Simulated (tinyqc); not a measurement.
## Phonon and roughness prefactors from two fields

Question. At 300 K and high field 1/mu = E^(1/3)/Ap + E^gs/As, E in MV/cm. Find Ap and As.

Parameters, values chosen for the exercise:

| symbol | value | unit | meaning |
|---|---|---|---|
| gs | 1 |  | exponent of the roughness term |

mu at E = 0.45 and 1.15 MV/cm (cm^2/(V s)): 157.50201  102.87165

Answer. Two linear equations in 1/Ap and 1/As.

Ap = 140.0 cm^2/(V s)
As = 514.0 cm^2/(V s)

Computed by the program tinyqc: `OMP_NUM_THREADS=1 python tinyqc.py 2510064 2510065 out.jsonl`, one thread of a shared Intel Xeon 2.30GHz, about 0.01 s for the whole run.
